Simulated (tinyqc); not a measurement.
Exact and approximate surface terms: size effects in the resistivity of thin metal films and interconnect lines. Computed by tinyqc, a small Python program. Command: `OMP_NUM_THREADS=1 python tinyqc.py 3024349 3024350 out.jsonl size walk`. One thread of a shared host (Intel(R) Xeon(R) Processor @ 2.30GHz), about 0.01 s of CPU time with the checks.

Electrons lose their drift at surfaces (a share 1 - p of the hits) and at grain boundaries (reflection R), besides bulk scattering.

Inputs (values chosen for the exercise, modelled on copper): bulk mean free path lambda = 39.8 nm; specularity p = 0.

Geometry: film.

Method. Fuchs-Sondheimer film: rho_b/rho = 1 - (3/(2 kappa))(1 - p) int_0^1 (s - s^3)(1 - exp(-kappa/s))/(1 - p exp(-kappa/s)) ds, f = rho/rho_b, kappa = thickness/lambda, 80 Gauss-Legendre points. Thick-film form 1 + 3 (1 - p)/(8 kappa); thin-film form (4/3)((1 - p)/(1 + p))/(kappa ln(1/kappa)).

Rho/rho_b:
```
kappa  h (nm)   exact  thick-film form  thin-film form
0.01    0.398  26.484          38.5000          28.953
0.02    0.796  15.333          19.7500          17.041
0.05     1.99   7.728           8.5000           8.902
0.1      3.98   4.782           4.7500           5.791
0.2      7.96   3.096           2.8750           4.142
0.5      19.9   1.916           1.7500               -
1        39.8   1.462           1.3750               -
2        79.6   1.221           1.1875               -
5         199   1.081           1.0750               -
10        398   1.039           1.0375               -
```

The thick-film form is within 5 % down to kappa = 2; at kappa = 0.01 it is 1.45 times the exact value and the thin-film form 1.09 times. The resistivity doubles between 7.96 and 19.9 nm. Rows thinner than about 5 nm only illustrate the formulas.

Extremes, crossings and ranges named in words are read from the listed rows.
